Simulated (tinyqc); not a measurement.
Inside a calculation. Method: coherent transport through a tight-binding region between two chains. One step of it, computed by the program tinyqc.

Problem. Transmission at E = -0.44 eV. Surface Green function g = (E - i sqrt(4 t^2 - E^2)) / (2 t^2); self-energy tc^2 g on each contact site; G = (E - H - Sigma)^(-1); Gamma = -2 Im Sigma; T = Gamma_L Gamma_R |G_LR|^2; local density of states -Im G_ii / pi.

H of the central region (eV):
```
[[-0.800000, -1.060000, 0.000000, -1.060000],
 [-1.060000, 0.110000, -1.060000, 0.000000],
 [0.000000, -1.060000, -0.140000, -1.060000],
 [-1.060000, 0.000000, -1.060000, -0.490000]]
```

Leads: semi-infinite chains with site energy 0:
```
parameter                           value
lead hopping t (eV)              2.890000
coupling to the left lead (eV)   0.970000
coupling to the right lead (eV)  0.710000
left contact site                       1
right contact site                      4
```

E = -0.440000 eV

Give: g; G; local density of states; transmission.

Solution.

g = -0.026-0.345i 1/eV

G (1/eV):
```
[[0.696-2.763i, 0.283+0.054i, -0.549+2.791i, -0.438+0.736i],
 [0.283+0.054i, -1.860-0.620i, -0.305-0.376i, 1.774+0.514i],
 [-0.549+2.791i, -0.305-0.376i, 0.391-2.986i, 1.359-0.469i],
 [-0.438+0.736i, 1.774+0.514i, 1.359-0.469i, -1.389-0.646i]]
```

local density of states (1/eV): [0.879, 0.197, 0.950, 0.206]

transmission = 0.166
